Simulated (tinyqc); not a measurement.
Comparisons within one model: finite square well with mass mismatch (envelope functions). A value that a table varies takes the place of the one given here.

A square well of width L and depth V0, mass mw inside and mb outside, energies from the bottom of the well, c = hbar^2/2m0. k = sqrt(mw E/c), kappa = sqrt(mb (V0 - E)/c). psi and psi'/m are continuous at the walls (BenDaniel-Duke), so level n solves k L + 2 atan[(k/mw)/(kappa/mb)] = n pi.

Non-parabolic bands: mw is replaced by mw (1 + alpha_w E) and mb by mb (1 - alpha_b (V0 - E)), in k, kappa and the matching condition alike.

Constants: hbar^2/2m0 = 3.80998211 eV angstrom^2.

Values chosen for the exercise (near those of the light valleys of a Si film in HfO2; shifted at random, so the results belong to these values and not to a real crystal):
- V0 = 1.461 eV (barrier height)
- mw = 0.185 m0 (mass in the well)
- mb = 0.176 m0 (mass in the barrier)
- Ls = (8, 12, 18, 27, 40, 61, 91) angstrom (widths)
- L = 44 angstrom (well width)
- alpha_w = 0.46 1/eV (non-parabolicity in the well)
- alpha_b = 0.34 1/eV (non-parabolicity in the barrier)

## Width of the well

Levels against L, beside the infinite well E1(hard) = c (pi/L)^2/mw; Pb is the probability of level 1 in the barriers; a dash marks an unbound level.

Levels:
```
L (angstrom)  bound levels  E1 (eV)  E2 (eV)  E1(hard) (eV)     Pb
8                        1   0.7678        -         3.1759  0.303
12                       2   0.5139   1.4600         1.4115  0.153
18                       2   0.3092   1.1125         0.6273  0.067
27                       3   0.1709   0.6601         0.2788  0.026
40                       4   0.0904   0.3574         0.1270  0.010
61                       6   0.0435   0.1733         0.0546  0.003
91                       8   0.0210   0.0840         0.0245  0.001
```

What can be read from the table?

The infinite well overestimates E1 by a factor 4.14 at 8 angstrom and 1.17 at 91 angstrom. The local exponent d ln E1/d ln L goes from -0.99 (first two rows) to -1.82 (last two), towards the -2 of hard walls, as Pb falls from 0.303 to 0.001. E2 - E1 is largest at 12 angstrom of the widths listed. Non-parabolicity, which grows with the level, already counts at a few tenths of an eV, and levels above about 0.5 eV lie beyond a parabolic band.

## Levels of description

The same well five ways. mb = mw: the barrier takes the mass of the well. psi' continuous: kappa holds mb but the condition drops the masses, k L + 2 atan(k/kappa) = n pi. The last column is measured against BenDaniel-Duke.

Levels (eV):
```
model                E1      E2      E3  E1 - E1(BDD) (meV)
infinite walls   0.1050  0.4200  0.9449                28.0
mb = mw          0.0764  0.3030  0.6701                -0.5
BenDaniel-Duke   0.0769  0.3050  0.6735                 0.0
psi' continuous  0.0759  0.3011  0.6667                -1.1
non-parabolic    0.0808  0.2937  0.5850                 3.9
```

How do the results move?

Hard walls put E1 28.0 meV too high. Ignoring the mass step moves it by -0.5 meV and the wrong matching by -1.1 meV: with mb/mw = 0.95, continuity of psi'/m lets the slope outside be 0.95 times the slope inside, which acts like a harder wall. Non-parabolicity shifts E1 by +3.9 meV, the balance of a heavier mass in the well, which lowers it, and a lighter mass deep in the barrier, which hardens the wall. Among the finite wells the largest departure in E1 is that of the model 'non-parabolic'.

## What each parameter does

Parabolic bands. Pb is the probability of level 1 in the barriers, (A^2/kappa)/(A^2/kappa + L/2 + sin(kL)/(2k)) with A = cos(kL/2). Each row changes one parameter from the base and keeps the others.

Results:
```
case             E1 (eV)  bound levels      Pb  V0 - E1 (eV)
base              0.0769             4  0.0077        1.3841
L = 48 angstrom   0.0663             5  0.0061        1.3947
V0 = 1.68 eV      0.0785             5  0.0064        1.6015
mw = 0.2035 m0    0.0718             4  0.0066        1.3892
mb = 0.1408 m0    0.0793             4  0.0073        1.3817
```

What can be read from the table?

The largest shifts from the base row, up to three for each result and ties (the steps differ in size, so this ranks the rows, not the parameters). E1 (eV): L -0.0107, mw -0.0051, mb +0.0023. bound levels: L +1, V0 +1; unchanged at the printed digits by mw and mb. Pb: L -0.0016, V0 -0.0013, mw -0.0011. V0 - E1 (eV): V0 +0.2175, L +0.0107, mw +0.0051.

Computed by tinyqc, a small Python program: `OMP_NUM_THREADS=1 python tinyqc.py 1250842 1250843 out.jsonl` (the numbers bound the seed that draws the inputs); one thread of a shared host (Intel(R) Xeon(R) Processor @ 2.30GHz), about 0.01 s for the whole set of steps.
